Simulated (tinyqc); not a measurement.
Worked calculation: plane-wave Kohn-Sham cycle with exchange-only LDA in a layered model solid. One step of it, computed by the program tinyqc.

Task: Iteration 1: levels at that k. Diagonalise the Hermitian matrix.

H (hartree), lower triangle:
```
           -2         -1         +0         +1        +2
-2   0.646538
-1  -0.335000   0.029945
+0   0.040000  -0.335000  -0.175586
+1   0.000000   0.040000  -0.335000   0.029945
+2   0.000000   0.000000   0.040000  -0.335000  0.646538
```

Give: eigenvalues.

Result:

eigenvalues (hartree): -0.5651  -0.1508  0.2348  0.7873  0.8712
